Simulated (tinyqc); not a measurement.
## Reverse leakage of an n+-p junction: diffusion, generation, trap-assisted and band-to-band tunnelling: leakage components against the SRH lifetime of both carriers at zero field

One-sided abrupt junction in the depletion approximation, x from the junction (0) to W on the p side, field F = F0 (1 - x/W). Flat quasi-Fermi levels, long p side. Traps generate through SRH with both lifetimes shortened by 1 + Gamma (Hurkx enhancement, form for moderate fields); band-to-band generation is local and needs a total bending above Eg.

ni = sqrt(Nc Nv) exp(-Eg/(2 Vt)), Eg in volts; Vbi = Vt ln(Na Nd/ni^2); W = sqrt(2 eps0 eps_r (Vbi + VR)/(q Na)); F0 = 2 (Vbi + VR)/W; FG = sqrt(24 mt m0 (kB T)^3)/(q hbar); J_diff = q ni^2 sqrt(Dn/tau)(1 - exp(-VR/Vt))/Na. u = (Vbi + VR)(1 - x/W)^2, p = Na exp(-u/Vt), n = Nd exp((u - Vbi - VR)/Vt); G0 = ni^2 (1 - exp(-VR/Vt))/(tau (n + p + 2 ni cosh(Et/Vt))); Gamma = 2 sqrt(3 pi)(F/FG) exp((F/FG)^2); trap-assisted part G0 Gamma; G_bb = Ab F^2.5 exp(-Bb/F) with F in V/cm, zero unless Vbi + VR > Eg, and counted as zero under 1 cm^-3 s^-1. Currents are q times the integrals over 0 to W; J_bb under 1e-8 of J is printed as 0; rows with F0/FG above 2.2, beyond the range of this Gamma, are left out.

Inputs (values chosen for the exercise); band and dielectric values close to those of silicon:
```
symbol    value                 unit                                             meaning
T           400                    K                                         temperature
Eg         1.13                   eV                                            band gap
eps_r      11.6                                                    relative permittivity
Nc       4.3e19                cm^-3              conduction-band density of states at T
Nv      4.13e19                cm^-3                 valence-band density of states at T
Na       1.6e18                cm^-3                acceptor density of the lighter side
Nd         5e19                cm^-3                   donor density of the heavier side
Et            0                   eV                trap level above the intrinsic level
mt         0.26                   m0                                     tunnelling mass
Dn          5.6               cm^2/s  electron diffusion coefficient on the lighter side
Ab       2.5e14  cm^-0.5 V^-2.5 s^-1                              band-to-band prefactor
Bb       1.84e7                 V/cm                         band-to-band field constant
VR          0.4                    V                                        reverse bias
```

Constants: q = 1.602176634e-19 C, kB = 1.380649e-23 J/K, hbar = 1.054571817e-34 J s, m0 = 9.1093837015e-31 kg, Vt = kB T/q, eps0 = 8.8541878128e-14 F/cm where lengths are in cm. Results are converted to the units shown.

The same in every row: F0 (kV/cm) = 843; F0/FG = 1.46; J_bb (A/cm^2) = 1.11e-6.

Leakage components against the SRH lifetime of both carriers at zero field:

| tau (s) | J_diff (A/cm^2) | J_SRH (A/cm^2) | J_TAT (A/cm^2) | J (A/cm^2) | largest part |
|---|---|---|---|---|---|
| 1e-10 | 2.44e-7 | 0.00206 | 0.0329 | 0.0350 | trap-assisted tunnelling |
| 1e-9 | 7.70e-8 | 2.06e-4 | 0.00329 | 0.00350 | trap-assisted tunnelling |
| 1e-8 | 2.44e-8 | 2.06e-5 | 3.29e-4 | 3.51e-4 | trap-assisted tunnelling |
| 1e-7 | 7.70e-9 | 2.06e-6 | 3.29e-5 | 3.61e-5 | trap-assisted tunnelling |
| 1e-6 | 2.44e-9 | 2.06e-7 | 3.29e-6 | 4.62e-6 | trap-assisted tunnelling |
| 1e-5 | 7.70e-10 | 2.06e-8 | 3.29e-7 | 1.46e-6 | band-to-band tunnelling |
| 0.0001 | 2.44e-10 | 2.06e-9 | 3.29e-8 | 1.15e-6 | band-to-band tunnelling |

What does the table show?

J falls from 0.0350 to 1.15e-6 A/cm^2. Trap-assisted tunnelling leads at tau = 1e-10, band-to-band tunnelling from 1e-5 on. J_SRH and J_TAT go as 1/tau and J_diff as tau^(-1/2); J_bb does not depend on it.

Range of the model: The n+ side is degenerate, so Vbi from Boltzmann statistics is only a guide.

tinyqc, about 0.01 s, one thread, Intel Xeon 2.30GHz (shared host): `OMP_NUM_THREADS=1 python tinyqc.py 2290138 2290139 out.jsonl`
